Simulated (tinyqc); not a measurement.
# From junction depth x_j back to background doping C_B

Model: two-step dopant diffusion (predeposition and drive-in) with a constant diffusivity. Computed by tinyqc, a small Python program. Command: `OMP_NUM_THREADS=1 python tinyqc.py 3029419 3029420 out.jsonl dopdiff inv`. One thread of a shared host (Intel(R) Xeon(R) Processor @ 2.30GHz), about 0.05 s of CPU time with the checks.

Fick diffusion into a half space x > 0 whose background doping C_B is of the opposite type, so that a junction lies where C = C_B.

Inputs (values chosen for the exercise, modelled on antimony in silicon):
```
quantity,value,unit
prefactor D0,4.97,cm^2/s
activation energy E,3.89,eV
surface concentration C_s,6.3e+18,1/cm^3
predeposition temperature T1,1000,C
predeposition time t1,45,min
drive-in temperature T2,1050,C
drive-in time t2,30,min
ramp rate,5,C/min
stand-by temperature,750,C
```

Furnace ramps of the drive-in: linear ramps.

Constants: k_B = 8.617333262e-05 eV/K.

Method:
- D = D0 exp(-E/(k_B T)).
- Temperatures in kelvin are T(C) + 273.15.
- Times in seconds are 60 times the minutes.
- One ramp between the stand-by temperature and T2 adds int D dT / rate (40-point Gauss-Legendre); the usual estimate counts it as an extra time k_B T2^2/(E rate) at T2. (Dt)2 = D2 t2 + two ramps, times in seconds.
- C = C_s erfc(x/(2 sqrt(D1 t1))); dose Q = 2 C_s sqrt(D1 t1/pi); the junction solves erfc(z) = C_B/C_s with x_j = 2 z sqrt(D1 t1).
- With a sealed surface and a thin source, C = Q/sqrt(pi (Dt)2) exp(-x^2/(4 (Dt)2)); x_j = 2 sqrt((Dt)2 ln(C(0)/C_B)); gradient at the junction |dC/dx| = C_B x_j/(2 (Dt)2).

Question. A run gave the result below. Find the background doping C_B, known to lie between 8.1e+16 and 1.7e+17 1/cm^3.

junction depth x_j = 0.1480773 um

Answer.

Each step takes the trial c = (a f_b - b f_a)/(f_b - f_a), f being the result less the target and a, b, c the logarithms of the listed values; c replaces end b, the old b replaces a if the sign of f changed, and otherwise f_a is halved.

Scan of the range:
```
background doping C_B (1/cm^3),junction depth x_j (um)
8.10e+16,0.162166
9.17e+16,0.159027
1.04e+17,0.155778
1.17e+17,0.152675
1.33e+17,0.149224
1.50e+17,0.145912
1.70e+17,0.142384
```

False position (Illinois rule, in the logarithm of the input) inside the bracket:
```
step,end a,end b,trial,junction depth x_j (um)
1,1.33000e+17,1.50000e+17,1.38657e+17,0.148086
2,1.50000e+17,1.38657e+17,1.38699e+17,0.148077
3,1.50000e+17,1.38699e+17,1.38700e+17,0.148077
4,1.38699e+17,1.38700e+17,1.38700e+17,0.148077
```

Junction depth x_j falls at every point of a 13-point scan of the range (every second point is shown), so one value fits; it is bracketed by 1.33e17 and 1.50e17. Answer: background doping C_B = 1.387e17 1/cm^3.

Caution: the drive-in budget is under fifteen times D1 t1, so the source is not thin and the Gaussian junction is too shallow.
